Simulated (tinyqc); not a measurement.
# Worked calculation: circular transfer-length structure

tinyqc, about 0.01 s, one thread, Intel Xeon 2.30GHz (shared host): `OMP_NUM_THREADS=1 python tinyqc.py 2760154 2760155 out.jsonl` Printed values are rounded.

A disc contact of radius r0 and a very wide ring contact from r1 = r0 + sp outwards lie on a thin layer; the metal has no resistance and the sheet resistance under the contacts equals Rsh.

Inputs (values chosen for the exercise): sheet resistance of the semiconductor layer Rsh = 500 ohm/sq; specific contact resistivity rc = 6.9e-7 ohm cm^2; radius of the inner contact r0 = 5.7 um; gap between the contacts sp = 0.75 um.

## The three parts of the resistance

Transfer length Lt = sqrt(rc/Rsh). R = (Rsh/2 pi) [(Lt/r0) I0(r0/Lt)/I1(r0/Lt) + ln(r1/r0) + (Lt/r1) K0(r1/Lt)/K1(r1/Lt)] with modified Bessel functions; for r0 >> Lt both ratios tend to 1.

Lt = 0.371484 um
I0/I1 = 1.03429
K0/K1 = 0.972380
inner contact = 5.36412 ohm
gap = 9.83689 ohm
outer contact = 4.45662 ohm
R = 19.6576 ohm

The contacts make up 50.0 % of R.

## The large-radius form

Transfer length Lt = sqrt(rc/Rsh). R = (Rsh/2 pi) [(Lt/r0) I0(r0/Lt)/I1(r0/Lt) + ln(r1/r0) + (Lt/r1) K0(r1/Lt)/K1(r1/Lt)] with modified Bessel functions; for r0 >> Lt both ratios tend to 1. Large radius: R = (Rsh/2 pi) [Lt (1/r0 + 1/r1) + ln(r1/r0)], and linearised for sp << r0: Rsh (sp + 2 Lt)/(2 pi r0).

large-radius R = 19.6064 ohm
linearised R = 20.8433 ohm

Against the Bessel form the first is 0.26 % below it and the second 6.0 % above it.
